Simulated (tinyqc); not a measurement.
## Trench capacitor in an array: capacitance, non-linearity, leakage and relaxation: capacitance, non-linearity and leakage against thickness

A film between two metal electrodes, each interface adding a series capacitance ci. The small-signal permittivity is ek (1 + aq E^2); the field is found with the linear permittivity. Leakage J = J0 sinh(E/Ef). After a voltage step the film passes a relaxation current kr C V tt^(-nr), tt being the time in seconds. The sidewall is a coaxial capacitor with radii a = dm/2 - t and b = dm/2, depth AR dm; the end face is left out.

Planar film: Cf = eps0 ek/t, 1/C = 1/Cf + 2/ci, EOT = 3.9 eps0/C, effective permittivity C t/eps0, E = (V/t) C/Cf; quadratic coefficient [C(V)/C - 1]/V^2 with Cf (1 + aq E^2) in C(V).

Parameters, values chosen for the exercise; permittivity of the order of that of tantalum oxide: relative permittivity of the film ek = 25; capacitance of each electrode interface (dead layer and screening) ci = 1000 uF/cm^2; quadratic field coefficient of the permittivity aq = 0.007 cm^2/MV^2; bias V = 2.2 V; leakage prefactor J0 = 4.7e-11 A/cm^2; field for an e-fold rise of the leakage Ef = 0.35 MV/cm.

Constants: eps0 = 8.8541878128e-14 F/cm where lengths are in cm. Results are converted to the units shown.

Capacitance, non-linearity and leakage against thickness:
```
t (nm)	C (uF/cm^2)	EOT (nm)	effective permittivity	E (MV/cm)	quadratic coefficient (ppm/V^2)	J (A/cm^2)
4.6	4.7662	0.72451	24.762	4.7370	32096	1.7740e-5
6.3	3.4890	0.98971	24.826	3.4677	17260	4.7198e-7
8.7	2.5314	1.3641	24.873	2.5159	9106.4	3.1113e-8
12	1.8378	1.8789	24.908	1.8266	4807.3	4.3408e-9
17	1.2987	2.6589	24.935	1.2908	2403.2	9.3847e-10
23	0.96056	3.5949	24.952	0.95468	1315.6	3.5795e-10
32	0.69078	4.9989	24.965	0.68655	680.76	1.6379e-10
44	0.50257	6.8709	24.975	0.49950	360.48	9.2279e-11
60	0.36865	9.3669	24.982	0.36640	194.01	5.8694e-11
```

C falls from 4.77 to 0.369 uF/cm^2 while the effective permittivity goes from 24.8 to 25.0 (ek = 25). EOT is a straight line in t with slope 3.9/ek = 0.156 and intercept 0.00691 nm. The quadratic coefficient goes as t^(-1.97) between the first two rows and t^(-2.00) between the last two (-2 without interfaces), and J falls by 5.48 decades.

Program tinyqc, `OMP_NUM_THREADS=1 python tinyqc.py 2102125 2102126 out.jsonl`; Intel Xeon 2.30GHz, shared host, one thread, about 0.01 s.
